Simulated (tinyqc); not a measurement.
Inside a calculation. Model: Berg model of reactive sputtering of a nitride or oxide: poisoning, hysteresis and pumping speed. Computed by tinyqc, a small Python program that keeps every step. Command: `OMP_NUM_THREADS=1 python tinyqc.py 3022019 3022020 out.jsonl berg walk`. One thread of a shared host (Intel(R) Xeon(R) Processor @ 2.30GHz), about 0.06 s of CPU time with the checks. Intermediate numbers are printed to about 6 digits and carried at full precision; extremes and crossings named in words are read from the listed rows.

A diatomic gas reacts with bare metal on the target and on the collecting surfaces; ions remove metal and compound from the target. theta_t and theta_c are the compound fractions.

Inputs (values chosen for the exercise, close to those used for titanium dioxide): ion current density J = 46 mA/cm^2; target area A_t = 220 cm^2; collecting area A_c = 5700 cm^2; metal yield Y_m = 0.54; compound yield Y_c = 0.023; sticking coefficient alpha = 0.83; reactive atoms per metal atom z = 2; gas mass M = 32 u; pumping speed S = 37 l/s; gas temperature T = 300 K; reactive partial pressure P = 0.0099 Pa.

Constants: e = 1.602176634e-19 C; u = 1.6605390666e-27 kg; k_B = 1.380649e-23 J/K.

## Steady state at the pressure P

Ion flux j = J/e; gas flux F = P/sqrt(2 pi M k_B T). Target: (2/z) alpha F (1 - theta_t) = j Y_c theta_t. Sputtered flows F_c = j Y_c theta_t A_t, F_m = j Y_m (1 - theta_t) A_t. Collector: (2/z) alpha F (1 - theta_c) A_c + F_c (1 - theta_c) = F_m theta_c. Gas use Q = alpha F [(1 - theta_t) A_t + (1 - theta_c) A_c] + P S/(k_B T); 1 sccm = 4.4780e17 molecules/s. Rate R = F_m + F_c, given relative to j Y_m A_t.

ion flux j = 2.87109e+17 1/(cm^2 s)

gas flux F = 2.66222e+16 1/(cm^2 s)

theta_t = 0.769912

theta_c = 0.941831

gas use (sccm): target 2.4978, collector 16.3609, pump 0.1975

total flow Q = 19.0562 sccm

rate relative to clean metal = 0.262881

The target is partly covered. The film is 94.2 % compound. Caution: here dQ/dP is negative, a branch that flow control cannot hold.

## Critical pumping speed

P is a single-valued function of the flow Q only if dQ/dP > 0 everywhere: S must exceed k_B T times the steepest fall of the surface terms with P.

pressure of the steepest fall = 0.00551030 Pa

critical pumping speed = 2825.73 l/s

S is 0.01 times the critical value: the flow curve is S-shaped and flow control shows hysteresis.

## The hysteresis loop

Turning points solve dQ/dP = 0; a jump keeps Q fixed; the width of the loop is the difference of the two turning flows.

Corners of the loop:
```
point                             P (Pa)  Q (sccm)   theta_t   theta_c  relative rate
edge of the metallic branch  2.96681e-03   27.5471  0.500691  0.693153       0.520634
landing, poisoned            1.20935e+00   27.5471  0.997560  0.999995       0.044929
edge of the poisoned branch  1.00796e-01    7.3305  0.971484  0.999243       0.069894
landing, metallic            2.77072e-04    7.3305  0.085630  0.104754       0.918017
```

width of the loop = 20.2167 sccm

Raising the flow past 27.5 sccm drops the rate from 0.521 to 0.045; the metallic mode returns only below 7.33 sccm. The best film reachable on the metallic branch is 69 % compound, so the region between needs pressure feedback. The pressure P of the inputs lies between the turning points, where dQ/dP is negative and flow control cannot hold it.

## Flow curve at three pumping speeds

The formulas are those given above.

Pressure as the free variable:
```
P (Pa)    theta_t   theta_c  relative rate  Q at S_c/4 (sccm)  Q at S_c (sccm)  Q at 2 S_c (sccm)
0.00028  0.086457  0.105827       0.917226             7.5002           7.8201              8.247
0.00055  0.156757  0.200766       0.849920            13.2066          13.8351             14.673
0.00110  0.271028  0.366555       0.740516            21.0943          22.3512             24.027
0.00190  0.391058  0.543617       0.625598            26.6278          28.7988             31.693
0.00330  0.527273  0.726122       0.495185            28.6447          32.4153             37.443
0.00550  0.650224  0.855995       0.377470            26.7061          32.9905             41.370
0.00880  0.748387  0.929437       0.283488            23.4211          33.4762             46.883
0.01400  0.825539  0.967880       0.209623            20.7862          36.7830             58.112
0.02200  0.881459  0.985824       0.156085            20.0996          45.2373             78.754
0.04400  0.936995  0.996185       0.102914            24.5675          74.8430            141.877
```

At S_c/4 the flow falls with pressure in 4 of the intervals: as the target poisons, less metal arrives to getter the gas. At 2 S_c it rises throughout. Coverages and rate depend on P alone, not on S. The collector converts before the target (theta_c = 0.73 at theta_t = 0.53), since the metal is spread over a larger area and no ions clean it. The rate tends to Y_c/Y_m = 0.043.

Checks made by the program: gas taken up by surfaces against gas bound in the growing film (relative difference below 1e-10).
